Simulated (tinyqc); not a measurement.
# A six-terminal Hall bar with edge channels and a constriction, Landauer-Buettiker equations: what changes with what

Contacts 1 (source) and 4 (drain) end the bar; 2 and 3 lie on the upper edge, 6 and 5 on the lower edge, with a constriction between 2 and 3 (and between 6 and 5). Carriers run 1 to 2 to 3 to 4 to 5 to 6 to 1 in M channels. The constriction passes Tc from 2 to 3 and from 5 to 6, and turns M - Tc from 2 to 6 and from 5 to 3. Signs are those of positive carriers; V4 = 0.

Values chosen for this exercise:
- M = 5 (edge channels, spin counted singly)
- Tc = 2 (summed transmission of the constriction)
- I = 100 nA (current from contact 1 to contact 4)

Constants: q = 1.602176634e-19 C, h = 6.62607015e-34 J s. Results are converted to the units shown.

Each table varies one quantity; the others keep the values above.

## Effect of the constriction

I_i = (q^2/h) [M V_i - sum_j T_ij V_j], with I_1 = I, V_4 = 0 and no current at 2, 3, 5, 6. R(a,b) = (V_a - V_b)/I.

The same in every row: R(2,6) (kohm) = 5.1626.

Effect of the constriction:

| Tc | R(1,4) (kohm) | R(2,3) (kohm) | R(2,5) (kohm) | R(3,6) (kohm) |
|---|---|---|---|---|
| 0.625 | 41.300 | 36.138 | 41.300 | -30.975 |
| 1.25 | 20.650 | 15.488 | 20.650 | -10.325 |
| 1.875 | 13.767 | 8.6043 | 13.767 | -3.4417 |
| 2.5 | 10.325 | 5.1626 | 10.325 | 0 |
| 3.125 | 8.2601 | 3.0975 | 8.2601 | 2.0650 |
| 3.75 | 6.8834 | 1.7209 | 6.8834 | 3.4417 |
| 4.375 | 5.9001 | 0.73751 | 5.9001 | 4.4251 |
| 5 | 5.1626 | 0 | 5.1626 | 5.1626 |

The Hall resistance R(2,6) stays at 5.1626 kohm = (h/q^2)/5, whatever the constriction does. The longitudinal R(2,3) falls from 36.1 to 0 kohm and vanishes without back-scattering, while the two-terminal R(1,4) falls only to 5.1626 kohm. R(3,6) changes sign at Tc = M/2 = 2.5.

## Effect of the number of channels

Same model as above.

R(a,b) = (V_a - V_b)/I.

The same in every row: R(1,4) (kohm) = 12.91; R(2,5) (kohm) = 12.91.

Results:

| M | R(2,3) (kohm) | R(2,6) (kohm) | R(3,6) (kohm) |
|---|---|---|---|
| 2 | 0 | 12.91 | 12.91 |
| 3 | 4.302 | 8.604 | 4.302 |
| 4 | 6.453 | 6.453 | 0 |
| 6 | 8.604 | 4.302 | -4.302 |
| 7 | 9.219 | 3.688 | -5.531 |
| 8 | 9.680 | 3.227 | -6.453 |

Estimate the missing row, M = 5.

Computed row:

| M | R(2,3) (kohm) | R(2,6) (kohm) | R(3,6) (kohm) |
|---|---|---|---|
| 5 | 7.744 | 5.163 | -2.581 |

With this row back in the table: With Tc held at 2, R(1,4) stays at 12.906 kohm. The Hall resistance R(2,6) falls from 12.9 to 3.23 kohm as 1/M, and R(2,3) rises from 0 to 9.68 kohm; their sum is always R(2,5) = R(1,4).

Computed by the program tinyqc: `OMP_NUM_THREADS=1 python tinyqc.py 2700110 2700111 out.jsonl`, one thread of a shared Intel Xeon 2.30GHz, about 0.01 s for the whole run.
